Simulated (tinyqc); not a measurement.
Free and trapped electrons in a MOS channel with a dense trap tail: two steps of the calculation.

p-type body, charge-sheet picture, full ionisation (an idealisation for deep acceptors), Boltzmann statistics for free electrons. e = Ec - EF at the surface. Acceptor-like traps of density D(E) = D0 + De exp(-E/Ew) at depth E below Ec, from 0 to Eu, hold n_t = integral of D(E)/(1 + exp((e - E)/Vt)). psi = Eg - Vt ln(Nv/Na) - e; N_dep = sqrt(2 eps0 eps_r Na (psi - Vt)/q); n_f = sqrt(N_dep^2 + 2 eps0 eps_r Vt Nc exp(-e/Vt)/q) - N_dep; Vg = Vfb + psi + q (N_dep + n_t + n_f)/Cox, Cox = eps0 eox/tox.

Values chosen for this exercise; band and dielectric values close to those of 4H silicon carbide:
- T = 250 K (temperature)
- Eg = 3.25 eV (band gap)
- eps_r = 9.71 (relative permittivity)
- Nc = 1.31e19 cm^-3 (conduction-band density of states at T)
- Nv = 1.91e19 cm^-3 (valence-band density of states at T)
- eox = 3.9 (relative permittivity of the insulator)
- tox = 63 nm (insulator thickness)
- Na = 2.3e16 cm^-3 (acceptor density)
- Vfb = -2.92 V (flat-band voltage without trapped charge)
- D0 = 1.1e10 cm^-2 eV^-1 (constant background density of acceptor-like traps)
- De = 3.2e13 cm^-2 eV^-1 (density of the tail at the conduction edge)
- Ew = 0.13 eV (decay energy of the tail)
- Eu = 0.96 eV (depth below Ec down to which the traps reach)
- mf = 110 cm^2/(V s) (mobility of free electrons)
- e = 0.076 eV (Ec - EF at the surface)

Constants: q = 1.602176634e-19 C, kB = 1.380649e-23 J/K, Vt = kB T/q, eps0 = 8.8541878128e-14 F/cm where lengths are in cm. Results are converted to the units shown.

Task 1. Trapped charge. Trapezoid rule on 16 equal steps from 0 to Eu, f = 1/(1 + exp((e - E)/Vt)).

Find: E; D(E) f; n_t.

Result 1.

```
point   E (eV)  D(E) f (cm^-2 eV^-1)
0            0              9.133e11
1      0.06000              6.507e12
2       0.1200              1.126e13
3       0.1800              7.961e12
4       0.2400              5.059e12
5       0.3000              3.195e12
6       0.3600              2.018e12
7       0.4200              1.276e12
8       0.4800              8.083e11
9       0.5400              5.135e11
10      0.6000              3.277e11
11      0.6600              2.107e11
12      0.7200              1.368e11
13      0.7800              9.032e10
14      0.8400              6.100e10
15      0.9000              4.251e10
16      0.9600              3.086e10
```

n_t = 2.396e12 cm^-2

Task 2. Charges and gate voltage. psi, N_dep, n_f and Vg as defined, with the n_t given; free share n_f/(n_f + n_t); apparent mobility mf n_f/(n_f + n_t); gate voltage spent on traps q n_t/Cox.

n_t = 2.3964840e12 cm^-2

Wanted: psi; N_dep; n_f; Vg; free share; apparent mobility; gate voltage spent on traps.

Result 2.

psi = 3.029 V
N_dep = 8.616e11 cm^-2
n_f = 5.016e10 cm^-2
Vg = 9.779 V
free share = 2.050 %
apparent mobility = 2.255 cm^2/(V s)
gate voltage spent on traps = 7.005 V

Program tinyqc, `OMP_NUM_THREADS=1 python tinyqc.py 2222160 2222161 out.jsonl`; Intel Xeon 2.30GHz, shared host, one thread, about 0.02 s.
